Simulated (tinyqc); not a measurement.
From results back to parameters: band offset of a heterojunction with an interface dipole (two-band chains, self-consistent charge). Five cases, with inputs chosen for the exercise.

Problem. D0 is the offset of the mid-gaps without dipole, chi the charge moved per eV of offset and u the potential step per electron moved. In linear response the valence offset is S D0 - (G2 - G1)/2 with S = 1/(1 + u chi/2). Two interfaces between the same crystals differ in D0 by a known amount, as from a layer of fixed dipoles; their offsets come from hidden S and D0.

Find: S; D0 of the first; u.

Method. S is the change of the offset over the change of D0; then D0 = (offset + (G2 - G1)/2)/S and u = 2 (1/S - 1)/chi.

Case 1.

Values chosen (out of a larger set: gaps near those of InGaAs and InP; the chains and D0 are free models, so the offsets are not those of the real pair; not measured data): G1 = 0.77 eV (gap on the left); G2 = 1.31 eV (gap on the right).

chi = 0.51775 1/eV

valence offsets (eV): first -0.45408, second -0.07656

D0(second) - D0(first) = 1.21 eV

Solution.

S = 0.312
D0 of the first = -0.59 eV
u = 8.5 eV

Case 2.

Values chosen (out of a larger set: gaps near those of Si and Ge; the chains and D0 are free models, so the offsets are not those of the real pair; not measured data): G1 = 1.09 eV (gap on the left); G2 = 0.67 eV (gap on the right).

chi = 0.60862 1/eV

valence offsets (eV): first 0.01792, second 0.34034

D0(second) - D0(first) = 0.94 eV

Solution.

S = 0.343
D0 of the first = -0.56 eV
u = 6.3 eV

Case 3.

Values chosen (out of a larger set: gaps near those of Si and SiO2; the chains and D0 are free models, so the offsets are not those of the real pair; not measured data): G1 = 1.15 eV (gap on the left); G2 = 9.28 eV (gap on the right).

chi = 0.07185 1/eV

valence offsets (eV): first -4.29998, second -3.48134

D0(second) - D0(first) = 1.08 eV

Solution.

S = 0.758
D0 of the first = -0.31 eV
u = 8.9 eV

Case 4.

Values chosen (out of a larger set: gaps near those of Si and SiO2; the chains and D0 are free models, so the offsets are not those of the real pair; not measured data): G1 = 1.07 eV (gap on the left); G2 = 8.72 eV (gap on the right).

chi = 0.07446 1/eV

valence offsets (eV): first -3.97296, second -3.10986

D0(second) - D0(first) = 1.05 eV

Solution.

S = 0.822
D0 of the first = -0.18 eV
u = 5.8 eV

Case 5.

Values chosen (out of a larger set: gaps near those of GaN and AlN; the chains and D0 are free models, so the offsets are not those of the real pair; not measured data): G1 = 3.32 eV (gap on the left); G2 = 6.39 eV (gap on the right).

chi = 0.07385 1/eV

valence offsets (eV): first -2.06684, second -1.07795

D0(second) - D0(first) = 1.19 eV

Solution.

S = 0.831
D0 of the first = -0.64 eV
u = 5.5 eV

Computed by tinyqc, one run a case: `OMP_NUM_THREADS=1 python tinyqc.py N N+1 out.jsonl` with N = 1481555, 1481653, 1481654, 1481668, 1481686; one thread of a shared Intel(R) Xeon(R) Processor @ 2.30GHz, about 0.5 s a run at most.
